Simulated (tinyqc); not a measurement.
Kink density above f_c: Frenkel-Kontorova chain: a misfit dislocation (kink) in a monolayer on a periodic substrate. Computed by tinyqc, a small Python program. Command: `OMP_NUM_THREADS=1 python tinyqc.py 3013511 3013512 out.jsonl fkchain walk`. One thread of a shared host (Intel(R) Xeon(R) Processor @ 2.30GHz), about 0.01 s of CPU time with the checks.

E = sum_j [(k/2)(x_(j+1) - x_j - b)^2 + (W/2)(1 - cos(2 pi x_j/a))], x_j = a (j + u_j). A kink takes u from 0 to 1: the chain is stretched by one period and has one atom fewer than wells.

Inputs (values chosen for the exercise, for a model overlayer):
```
quantity              value           unit
spring constant k      7.36  eV/angstrom^2
substrate period a     3.71       angstrom
corrugation W          4.29             eV
misfit f = (b - a)/a   0.14              -
atomic mass M          86.2              u
```

Constants: nu for 1 eV/(angstrom^2 u) = 15.6333042 THz.

Method. l0 = sqrt(k a^2/(2 W)); kink u(j) = (2/pi) arctan exp(pi j/l0); kink energy at f = 0: E0 = (4/pi) W l0; with misfit E0 - k a^2 f; kinks become favourable at f_c = 2/(pi l0), and a coherent chain with free ends loses stability at f_m = 1/l0. Lowest vibration of the flat chain: nu0 = 15.6333042 THz x sqrt(2 pi^2 W/(a^2 M)). Frank and van der Merwe: the modulus q solves f = 2 E(q)/(pi l0 q), and the kinks per atom are pi/(2 l0 q K(q)), with the complete elliptic integrals K and E; strain left = f - density (for f above f_c = 2/(pi l0)).

critical misfit f_c = 0.185272

kink width l0 = 3.43613

Continuum ground state:
```
f             q  kinks per atom  strain left
0.1862  0.99900         0.10181     0.084395
0.1890  0.99525         0.12339     0.065607
0.1945  0.98675         0.14390     0.050601
0.2038  0.97073         0.16584     0.037965
0.2223  0.93627         0.19691     0.025388
0.2594  0.86544         0.24515     0.014251
0.3150  0.76728         0.30750     0.007501
0.4076  0.63531         0.40424     0.003362
```

0.50 % above f_c the density is already 0.55 of f: kinks repel only exponentially, so they flood in, as 1/|ln(f - f_c)|. At 2.2 f_c they take up 99.2 % of the misfit and the layer floats nearly free. Caution: a corrugation above 1 eV is larger than real overlayers usually show; it is chosen to keep the kink narrow.
